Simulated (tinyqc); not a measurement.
A particle near a wafer in liquid: double-layer and van der Waals forces (DLVO), deposition barrier and removal: one step, computed by the program tinyqc.

Sphere and flat wall, Derjaguin approximation, constant potentials in the linear-superposition form, no retardation and no hydration force.

Problem. The curve. U(h) = Z R exp(-kappa h) - A R/(6 h); F(h) = -dU/dh = kappa Z R exp(-kappa h) - A R/(6 h^2), positive for repulsion.

Inputs (values chosen for the exercise, of the order of those for polymer latex on silicon in water): particle radius R = 170 nm; Hamaker constant A = 1.5e-20 J; temperature T = 293 K.

kappa = 0.1155247 1/nm

Z = 5.616863 pN

Constants: k_B = 1.380649e-23 J/K.

Give: the table «Against the gap» with the columns kappa h, U (k_B T), F (pN), for h (nm) = 0.4, 0.6, 1.0, 1.5, 2.5, 4.0, 7.0, 12.0, 20.0, 40.0.

Solution.

Against the gap:
```
h (nm)  kappa h    U (k_B T)       F (pN)
0.4      0.0462  -3.7266e+01  -2.5509e+03
0.6      0.0693   4.5136e+01  -1.0776e+03
1.0      0.1155   1.0523e+02  -3.2672e+02
1.5      0.1733   1.2845e+02  -9.6129e+01
2.5      0.2888   1.3481e+02   1.4640e+01
4.0      0.4621   1.2243e+02   4.2929e+01
7.0      0.8087   9.0137e+01   4.0464e+01
12.0     1.3863   5.0256e+01   2.4626e+01
20.0     2.3105   1.8165e+01   9.8817e+00
40.0     4.6210  -3.0311e-01   8.2017e-01
```

Caution: in rows where h is not small against R, A R/(6 h) overstates the van der Waals term. Caution: in rows with kappa h below 1 linear superposition is only rough.
